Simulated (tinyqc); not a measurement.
Changing the unstable fault energy gamma_us: straight dislocations in isotropic elasticity: fields, energies, partials, Peierls stress and walls. Computed by tinyqc, a small Python program. Command: `OMP_NUM_THREADS=1 python tinyqc.py 3012396 3012397 out.jsonl disloc sweep`. One thread of a shared host (Intel(R) Xeon(R) Processor @ 2.30GHz), about 0.01 s of CPU time with the checks.

The line runs along z, the glide plane is y = 0, and beta is the angle between b and the line (0 screw, 90 degrees edge): b_e = b sin(beta) along +x with the extra half plane at y > 0, b_s = b cos(beta). Stress is positive in tension.

Inputs (values chosen for the exercise, modelled on silver):

| quantity | value | unit |
|---|---|---|
| shear modulus G | 29.4 | GPa |
| Poisson ratio nu | 0.378 | - |
| Burgers vector b | 2.889 | angstrom |
| dislocation density rho | 3.4e+12 | 1/m^2 |
| core radius r0/b | 1 | - |

Character: 30-degree.

Constants: 1 eV/angstrom^3 = 160.2176634 GPa.

Method:
- Energy factor K = G [cos^2(beta) + sin^2(beta)/(1 - nu)].
- E = K b^2/(4 pi) ln(R/r0) with R = 1/(2 sqrt(rho)); tension T = E + d^2E/d(beta)^2 = G b^2 [1 + nu - 3 nu sin^2(beta)]/(4 pi (1 - nu)) ln(R/r0). The core energy is taken into r0.
- Misfit energy gamma(u) = (gamma_us/2)(1 - cos(2 pi u/b)), so the largest restoring stress is tau_max = pi gamma_us/b; u(x) = b/2 + (b/pi) arctan(x/zeta), zeta = K b/(4 pi tau_max). Summing the misfit energy over atomic rows a' apart gives, for a wide core, W_P = (K b^2/pi) exp(-2 pi zeta/a') and sigma_P = (K b/a') exp(-2 pi zeta/a'); a' = b/2 for edge and 30-degree lines, b sqrt(3)/2 for screw and 60-degree lines.

One run for each value:

| unstable fault energy gamma_us (mJ/m^2) | half width zeta (angstrom) | Peierls stress sigma_P (MPa) | Peierls barrier W_P (meV/nm) | tau_max (GPa) |
|---|---|---|---|---|
| 80.8 | 8.8613 | 1.2338e-12 | 1.0230e-13 | 0.8786 |
| 102.0 | 7.0195 | 3.7192e-09 | 3.0836e-10 | 1.1092 |
| 128.0 | 5.5937 | 1.8364e-06 | 1.5225e-07 | 1.3919 |
| 161.0 | 4.4472 | 2.6905e-04 | 2.2307e-05 | 1.7508 |
| 202.0 | 3.5445 | 1.3645e-02 | 1.1313e-03 | 2.1966 |
| 254.0 | 2.8189 | 3.2047e-01 | 2.6570e-02 | 2.7621 |
| 319.0 | 2.2445 | 3.8978e+00 | 3.2316e-01 | 3.4689 |
| 402.0 | 1.7811 | 2.9257e+01 | 2.4257e+00 | 4.3715 |
| 505.0 | 1.4178 | 1.4206e+02 | 1.1778e+01 | 5.4915 |

Over the rows, half width zeta (angstrom) falls from 8.86 to 1.42 (exponent d ln y / d ln x about -1.0 throughout); Peierls stress sigma_P (MPa) rises from 1.23e-12 to 142 (exponent d ln y / d ln x 34 between the first rows and 6.9 between the last); Peierls barrier W_P (meV/nm) rises from 1.02e-13 to 11.8 (exponent d ln y / d ln x 34 between the first rows and 6.9 between the last). The exponent of half width zeta stays at -1: a stiffer glide plane narrows the core. sigma_P spans 14.1 decades while gamma_us changes by a factor 6.2: the width sits in an exponent. Stiff directional bonds give narrow cores and hard crystals.

Caution (rows 80.8, 102, 128, 161): so small a Peierls stress means only that the model finds negligible lattice resistance; its value is not a prediction. Caution (rows 402, 505): real fcc metals have far lower Peierls stresses, since their dislocations are split into partials.
